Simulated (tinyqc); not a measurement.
Precursor delivery by bubblers, mass-transport growth and the solid composition of a III-V alloy: one step, computed by the program tinyqc. Command: `OMP_NUM_THREADS=1 python tinyqc.py 3017242 3017243 out.jsonl movpe_thermo walk`. One thread of a shared host (Intel(R) Xeon(R) Processor @ 2.30GHz), about 0.02 s of CPU time with the checks.

1 sccm = 44.615 micromol/min; 1 torr = 133.322 Pa. The sources decompose fully at the surface.

Question. Mass transport. Mean velocity u = (F_t/A)(760/p)(T/273); D = D0 (T/273)^1.75 (760/p); boundary layer delta = sqrt(pi D z/u); flux = D dp/(delta k_B T); growth rate = flux x a^3/4.

Inputs (values chosen for the exercise, modelled on triethylgallium (source 1) and trimethylindium (source 2) for the vapour pressures):
```
quantity                           value      unit
total flow F_t                        14       slm
reactor pressure p                   200      torr
growth temperature T                1060         K
diffusivity at 273 K and 760 torr   0.42    cm^2/s
flow cross-section A                  40      cm^2
distance from the leading edge z      12        cm
lattice constant a                  5.63  angstrom
```

Constants: k_B = 1.380649e-23 J/K.

Give: velocity u; D; boundary layer delta; growth rate per torr of group III.

Answer.

velocity u = 86.07 cm/s

D = 17.14 cm^2/s

boundary layer delta = 2.740 cm

growth rate per torr of group III = 91.53 micrometre/(h torr)

Caution: the boundary layer is a quarter or more of the root of the cross-section, so it fills much of the channel and depletion along the flow matters.
